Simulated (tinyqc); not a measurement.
Worked calculation: ion-assisted plasma etching: sheath, surface coverage, synergy and aspect-ratio dependence. Computed by tinyqc, a small Python program that keeps every step. Command: `OMP_NUM_THREADS=1 python tinyqc.py 3020189 3020190 out.jsonl etch walk`. One thread of a shared host (Intel(R) Xeon(R) Processor @ 2.30GHz), about 0.07 s of CPU time with the checks. Intermediate numbers are printed to about 5 digits and carried at full precision; extremes and crossings named in words are read from the listed rows.

Radicals adsorb on bare sites; ions remove covered sites with a high yield and bare sites by sputtering; a slow spontaneous reaction acts everywhere, walls included.

Inputs (values chosen for the exercise, close to those used for silicon in a halogen plasma): plasma density n_e = 1.5e+10 1/cm^3; electron temperature T_e = 2.1 eV; ion mass M_i = 80 u; sheath voltage V = 660 V; radical density n = 1.2e+14 1/cm^3; radical mass M_n = 80 u; gas temperature T_g = 500 K; sticking coefficient s = 0.69; radicals per removed unit x = 4; yield slope b = 0.38 eV^(-1/2); threshold E_th = 24 eV; sputter slope b_p = 0.021 eV^(-1/2); sputter threshold E_p = 36 eV; spontaneous reaction probability k_c = 0.00024; solid density N = 5e+22 1/cm^3; ion temperature T_i = 0.66 eV; aspect ratio A = 37.

Feature: long trench.

Constants: e = 1.602176634e-19 C; u = 1.6605390666e-27 kg; k_B = 1.380649e-23 J/K; eps_0 = 8.8541878128e-12 F/m.

## Fluxes

Bohm speed u_B = sqrt(e T_e/M_i); ion flux G_i = 0.61 n_e u_B; radical flux G_n = n c/4 with c = sqrt(8 k_B T_g/(pi M_n)).

Bohm speed = 1.5915e+05 cm/s

ion flux G_i = 1.4562e+15 1/(cm^2 s)

radical speed c = 36377 cm/s

radical flux G_n = 1.0913e+18 1/(cm^2 s)

flux ratio G_n/G_i = 749.43

## Sheath and ion angles

Debye length lambda_D = sqrt(eps_0 T_e/(e n_s)) with n_s = 0.61 n_e, T_e in volts; Child-law sheath d = (sqrt2/3) lambda_D (2 V/T_e)^(3/4); ion energy E = V + T_e/2; angular spread = arctan(sqrt(T_i/E)).

Debye length = 112.62 um

sheath thickness = 6664.7 um

ion energy E = 661.05 eV

angular spread = 1.8098 degrees

Caution: a sheath of several millimetres is collisional at usual pressures, which lowers the ion energy and widens the angles.

## Yields

Yields: Y = b (sqrt(E) - sqrt(E_th)) on covered sites, Y_p = b_p (sqrt(E) - sqrt(E_p)) on bare ones (zero below threshold).

yield Y = 7.9085

sputter yield Y_p = 0.41393

## Open-field etch rate

Steady coverage: s G_n (1 - theta) = x Y G_i theta; removal flux = Y G_i theta + Y_p G_i (1 - theta) + k_c G_n; rate = flux/N, 1 cm/s = 6e8 nm/min. Lateral rate = k_c G_n/N; anisotropy = 1 - lateral/vertical; synergy = vertical/(ions alone + radicals alone), with ions alone Y_p G_i/N and radicals alone the lateral rate.

coverage theta = 0.94235

vertical rate = 133.79 nm/min

lateral rate = 3.1430 nm/min

anisotropy = 0.97651

synergy = 12.894

The surface is nearly saturated: ions limit the ion-assisted part.

## Rate at the floor of the feature

Transmission of a long trench, rough form: K = (1 + ln(1 + A))/(1 + A + ln(1 + A)), walls that scatter diffusely without loss. With a loss probability S = s (1 - theta) at the floor, G_b/G_n = K/(K + S - K S); theta follows G_b, and the two are solved together. Ions are taken to reach the floor unshadowed; G_b replaces G_n in every term of the rate; A is depth over width.

transmission K = 0.11138

G_b/G_n = 0.69063

coverage at the floor = 0.91863

rate at the floor = 129.71 nm/min

floor rate over open-field rate = 0.96951

The lag is 3.0 %. Caution: at this aspect ratio many ions strike the walls, so ion shadowing, left out here, adds to the lag. Caution: the trench transmission is an interpolation between the limits 1 and ln(A)/A, good to tens of per cent.

## Etch lag against aspect ratio

The formulas are those given above.

Floor of the feature:
```
A            K  G_b/G_n    theta  rate (nm/min)  relative rate
0.5    0.73760  0.98586  0.94157         133.64        0.99891
1.0    0.62869  0.97654  0.94105         133.54        0.99817
2.0    0.51203  0.96218  0.94022         133.39        0.99703
5.0    0.35830  0.92907  0.93822         133.02        0.99429
10.0   0.25361  0.88382  0.93526         132.50        0.99033
20.0   0.16821  0.80599  0.92945         131.49        0.98282
50.0   0.08978  0.61100  0.90899         128.20        0.95820
100.0  0.05317  0.35798  0.85405         120.21        0.89848
```

K falls by a factor 13.9 over the rows and the rate by 1.11. Among these rows the rate stays within 10 % of the open-field value up to A = 50, as near saturation the coverage changes little when G_b falls. Caution: rows with A above about 1/(2 tan(ion spread)) or 1/sqrt(k_c), often 10 to 30, are formal: ion shadowing, radical loss on the walls, redeposition of sputtered material and, in fluorocarbon plasmas, polymer growth are left out and add to the lag.

## Yield per ion against the flux ratio

The ion flux is fixed and the radical flux set by the ratio; the removal per ion is the removal flux over G_i.

Open field:
```
G_n/G_i    theta  rate (nm/min)  removal per ion
0.3      0.00650           8.09           0.4627
1        0.02135          10.03           0.5742
3        0.06142          15.29           0.8749
10       0.17906          30.73           1.7583
30       0.39554          59.16           3.3855
100      0.68565          97.45           5.5766
300      0.86744         122.09           6.9870
1000     0.95616         136.65           7.8200
3000     0.98495         148.81           8.5157
```

Coverage reaches one half at G_n/G_i = x Y/s = 45.8. Below that the ion-assisted part follows the radical flux, on top of the sputter floor Y_p = 0.414; above it the ion-assisted part saturates at Y = 7.91 per ion, and the further rise to 8.52 comes from the spontaneous reaction, which costs anisotropy.

Checks made by the program: series form 1/R = 1/(Y G_i) + x/(s G_n) of the ion-assisted part (relative difference below 1e-10).
